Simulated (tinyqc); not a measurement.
# Electron mobility in a silicon inversion layer, empirical terms and Matthiessen rule: effects of single changes

Inversion layer of sheet density Ns on a uniformly doped body. The mobility terms are empirical power laws with prefactors chosen for the exercise; adding their inverses (Matthiessen) is itself an approximation.

Inputs (values chosen for the exercise); material values close to those of silicon:
```
symbol,value,unit,meaning
T,250,K,temperature
Eg,1.1,eV,band gap
eps_r,11.9,,relative permittivity of the semiconductor
Nc,2.15e19,cm^-3,conduction-band density of states at T
Nv,1.99e19,cm^-3,valence-band density of states at T
Nb,6.7e16,cm^-3,body doping
Vsb,0,V,reverse body bias
eta,0.5,,weight of the inversion charge in the effective field
Ap,427,cm^2/(V s),phonon-limited mobility at 1 MV/cm and 300 K
As,636,cm^2/(V s),roughness-limited mobility at 1 MV/cm
gs,2,,exponent of the roughness term
Ac,2700,cm^2/(V s),Coulomb prefactor
Nit,1e11,cm^-2,charge at the interface
Ns,3.9e12,cm^-2,inversion density
```

Constants: q = 1.602176634e-19 C, kB = 1.380649e-23 J/K, Vt = kB T/q, eps0 = 8.8541878128e-14 F/cm where lengths are in cm. Results are converted to the units shown.

Each table varies one quantity; the others keep the values above.

## Effect of the inversion density

ni = sqrt(Nc Nv) exp(-Eg/(2 Vt)), Eg in volts; Ndep = sqrt(2 eps0 eps_r Nb (2 Vt ln(Nb/ni) + Vsb)/q); E = q (Ndep + eta Ns)/(eps0 eps_r), in MV/cm. With t = T/(300 K): muC = Ac (Ns/1e12 cm^-2) t/(Nb/1e17 cm^-3 + Nit/1e11 cm^-2), muP = Ap E^(-1/3) t^(-1.75), muS = As E^(-gs); 1/mu is the sum of the inverses.

Result of one run:
```
Ns (cm^-2)  E (MV/cm)  muC (cm^2/(V s))  muP (cm^2/(V s))  muS (cm^2/(V s))  mu (cm^2/(V s))
3.6e11        0.15921            485.03            1083.9             25092           330.67
```

What becomes of these results when the inversion density Ns is changed from 3.6e11 to 2e13 cm^-2, all else the same?

Result of the changed run:
```
Ns (cm^-2)  E (MV/cm)  muC (cm^2/(V s))  muP (cm^2/(V s))  muS (cm^2/(V s))  mu (cm^2/(V s))
2e13           1.6524             26946            496.92            232.92           157.66
```

The whole series:
```
Ns (cm^-2)  E (MV/cm)  muC (cm^2/(V s))  muP (cm^2/(V s))  muS (cm^2/(V s))  mu (cm^2/(V s))
2e11          0.14704            269.46            1113.0             29415           215.35
3.6e11        0.15921            485.03            1083.9             25092           330.67
6.3e11        0.17974            848.80            1041.0             19687           456.72
1.1e12        0.21547            1482.0            979.94             13699           565.54
2e12          0.28390            2694.6            893.87            7891.1           618.60
3.6e12        0.40554            4850.3            793.69            3867.1           579.81
6.3e12        0.61083            8488.0            692.40            1704.6           465.39
1.1e13        0.96817             14820            593.85            678.51           310.06
2e13           1.6524             26946            496.92            232.92           157.66
```

As Ns goes from 2e11 to 2e13 cm^-2, E rises from 0.147 to 1.65 MV/cm and mu goes from 215 through a maximum of 619 (at Ns = 2e12 cm^-2 among the rows listed) to 158 cm^2/(V s). The smallest term is the Coulomb one in the first row and the roughness one in the last. Screening lifts the Coulomb term as Ns grows while the field presses the carriers to the interface, hence the maximum. At Ns = 2e13 cm^-2 E passes 1.5 MV/cm, beyond the usual range of such laws.

## Effect of the reverse body bias

Same model as above.

The same in every row: muC (cm^2/(V s)) = 5254.5.

Effect of the reverse body bias:
```
Vsb (V)  E (MV/cm)  muP (cm^2/(V s))  muS (cm^2/(V s))  mu (cm^2/(V s))
0          0.42835            779.34            3466.2           567.55
0.4        0.45630            763.09            3054.6           547.00
0.8        0.48004            750.30            2759.9           530.38
1.2        0.50105            739.67            2533.4           516.26
1.6        0.52008            730.53            2351.3           503.91
2          0.53762            722.50            2200.4           492.89
2.4        0.55397            715.32            2072.4           482.90
```

Read the table: what changes, and by how much?

As Vsb goes from 0 to 2.4 V, E rises from 0.428 to 0.554 MV/cm and mu falls from 568 to 483 cm^2/(V s). The phonon term is the smallest in the first and the last row.

Computed by the program tinyqc: `OMP_NUM_THREADS=1 python tinyqc.py 2510108 2510109 out.jsonl`, one thread of a shared Intel Xeon 2.30GHz, about 0.01 s for the whole run.
